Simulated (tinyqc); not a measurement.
# Square on-chip spiral inductor, lumped pi model: effects of single changes

Outer diameter do = di + 2 n wd + 2 (n - 1) sp, mean da = (do + di)/2, fill p = (do - di)/(do + di), length l = 4 n da. L = 2.34 mu0 n^2 da/(1 + 2.75 p), mu0 = 4 pi 1e-7 H/m. Rs = rho l/(wd delta (1 - exp(-th/delta))), delta = sqrt(rho/(pi f mu0)). Cs = n wd^2 eps0 eo/hu across the coil. At each end Cox = l wd eps0 eo/(2 ho) leads to the substrate branch Rsi = 2 rs he/(l wd) in parallel with Csi = l wd eps0 11.7/(2 he). With one end grounded Y = 1/(Rs + i w L) + i w Cs + 1/[1/(i w Cox) + 1/(1/Rsi + i w Csi)], w = 2 pi f; Q = -Im Y/Re Y. Eddy currents in neighbouring turns and in the substrate are left out.

Inputs (values chosen for the exercise); values of the order met in silicon radio-frequency processes:
- n = 3.5 (number of turns)
- wd = 8 um (line width)
- sp = 2 um (space between turns)
- di = 40 um (inner diameter)
- th = 4 um (metal thickness)
- rho = 2.2 uohm cm (metal resistivity)
- ho = 5 um (oxide below the coil)
- hu = 0.9 um (oxide between coil and underpass)
- eo = 3.9 (relative permittivity of the oxide)
- rs = 10 ohm cm (substrate resistivity)
- he = 50 um (effective spreading depth in the substrate)
- f = 1.6 GHz (frequency)

Constants: eps0 = 8.8541878128e-12 F/m. Results are converted to the units shown.

Each table varies one quantity; the others keep the values above.

## Quality factor against frequency

Apparent inductance Im(1/Y)/w; share of the loss Re(substrate branch)/Re Y.

Results:

| f (GHz) | Rs (ohm) | w L/Rs | Q | apparent inductance (nH) | loss in the substrate (%) |
|---|---|---|---|---|---|
| 0.63 | 1.278 | 3.631 | 3.627 | 1.173 | 0.02684 |
| 1 | 1.458 | 5.050 | 5.035 | 1.174 | 0.1376 |
| 1.7 | 1.744 | 7.181 | 7.090 | 1.177 | 0.8221 |
| 2.7 | 2.085 | 9.538 | 9.133 | 1.183 | 3.293 |
| 4.5 | 2.597 | 12.76 | 11.07 | 1.196 | 11.27 |
| 7.3 | 3.250 | 16.54 | 11.67 | 1.226 | 25.90 |
| 12 | 4.136 | 21.37 | 10.29 | 1.311 | 45.72 |
| 32 | 6.735 | 34.99 | 1.917 | 3.405 | 79.78 |

Estimate the missing row, f = 20 GHz.

Computed row:

| f (GHz) | Rs (ohm) | w L/Rs | Q | apparent inductance (nH) | loss in the substrate (%) |
|---|---|---|---|---|---|
| 20 | 5.327 | 27.65 | 6.717 | 1.623 | 65.67 |

With this row back in the table: Q goes from 3.63 through a maximum of 11.7 (at f = 7.3 GHz among the rows listed) to 1.92; the exact peak is 11.7 at 6.79 GHz and Q reaches zero at the self-resonance, 37.6 GHz. The share of the substrate rises from 0.0268 to 79.8 %, and the apparent inductance ends at 2.90 times L. At the peak the substrate takes 23.3 % of the loss. For f = 32 the coil is longer than 0.15 of a wavelength in the oxide, where one lumped section is rough.

## Effect of the metal thickness

Same model as above.

Peak Q and its frequency from a search over f; self-resonance where Im Y = 0; Q at the given f (negative beyond resonance).

The same in every row: L (nH) = 1.172; do (um) = 106.0.

Effect of the metal thickness:

| th (um) | peak Q | f of the peak (GHz) | self-resonance (GHz) | Q at f |
|---|---|---|---|---|
| 0.5 | 6.853 | 12.01 | 37.55 | 1.826 |
| 0.9 | 8.764 | 10.03 | 37.56 | 2.971 |
| 1.5 | 10.24 | 8.557 | 37.56 | 4.286 |
| 2 | 10.88 | 7.870 | 37.57 | 5.099 |
| 3 | 11.48 | 7.130 | 37.57 | 6.194 |
| 4 | 11.70 | 6.793 | 37.57 | 6.834 |
| 6 | 11.80 | 6.575 | 37.57 | 7.427 |
| 9 | 11.81 | 6.533 | 37.57 | 7.673 |

What does the comparison show?

As th goes from 0.5 to 9, L stays at 1.17 nH, the peak Q rises from 6.85 to 11.8, its frequency falls from 12.0 to 6.53 GHz and the self-resonance stays near 37.6 GHz. Once th exceeds a few skin depths Rs no longer falls.

Computed by the program tinyqc: `OMP_NUM_THREADS=1 python tinyqc.py 2302101 2302102 out.jsonl`, one thread of a shared Intel Xeon 2.30GHz, about 0.01 s for the whole run.
